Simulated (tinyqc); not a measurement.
Thin-film optics by transfer matrices, step by step. Values are carried at full precision from step to step, so a last printed digit may differ when a step is redone from the rounded ones.

Indices N = n + i k. Snell: N0 sin(theta) = N_j sin(theta_j), with Im(N_j cos theta_j) >= 0. Admittance y_j = N_j cos theta_j for s and N_j/cos theta_j for p. Phase delta_j = 2 pi N_j cos theta_j d_j/lambda. Layer matrix [[cos delta, -i sin delta/y], [-i y sin delta, cos delta]], multiplied from the top down to M. (B, C) = M (1, y_sub); r = (y0 B - C)/(y0 B + C), R = |r|^2, T = 4 Re y0 Re y_sub/|y0 B + C|^2, absorbed in the films 1 - R - T.

Inputs chosen for the exercise (indices near those of HfO2, SiO2 on Si; the results hold for these values, not for the real material):
- lam = 633 nm (vacuum wavelength)
- n0 = 1 (ambient index)
- n = (2.076, 1.448, 3.923) (n of HfO2, SiO2, substrate)
- k = (0, 0, 0.021) (k in the same order)
- d = (11.3, 6.6) nm (thicknesses, top first)
- theta = 60 degrees (angle of incidence)
- pol = s (polarisation)

## Angles, admittances and phases

Form cos theta_j, y_j and delta_j.

cos theta_j: ambient 0.5000, film 1 0.9088, film 2 0.8014, substrate 0.9753+0.0003i

y_j: ambient 0.5000, film 1 1.8867, film 2 1.1605, substrate 3.8262+0.0215i

delta_j (rad): film 1 0.2116, film 2 0.0760

## Layer matrices and their product

Form each matrix and multiply from the top down.

matrix of film 1:
```
          1         2
1    0.9777  -0.1113i
2  -0.3963i    0.9777
```

matrix of film 2:
```
          1         2
1    0.9971  -0.0654i
2  -0.0881i    0.9971
```

M:
```
          1         2
1    0.9651  -0.1750i
2  -0.4813i    0.9489
```

Each matrix has determinant 1, and so has M.

## Reflection and transmission

Close the stack on the substrate.

B, C: 0.9688-0.6696i  3.6308-0.4609i

r = -0.7427-0.1130i
R = 0.5644
T into the substrate = 0.4356
absorbed in the films = 0.0000

The bare substrate would reflect 0.5911.

## Ellipsometric angles

Ellipsometry: rho = tan(Psi) exp(i Delta) = -conj(r_p/r_s) with the r of the admittance formula, Delta in 0 to 360 degrees, so that a bare dielectric at small angles gives Delta = 180.

Repeat the steps for both polarisations.

r_s = -0.7427-0.1130i
r_p = -0.2838-0.1641i
Psi = 23.57 degrees
Delta = 158.62 degrees

## Checks

- R against the recursion of Airy sums from the substrate up: both 0.56441.

Computed by tinyqc, a small Python program: `OMP_NUM_THREADS=1 python tinyqc.py 1651411 1651412 out.jsonl` (the numbers bound the seed that draws the inputs); one thread of a shared host (Intel(R) Xeon(R) Processor @ 2.30GHz), about 0.01 s for the whole set of steps.
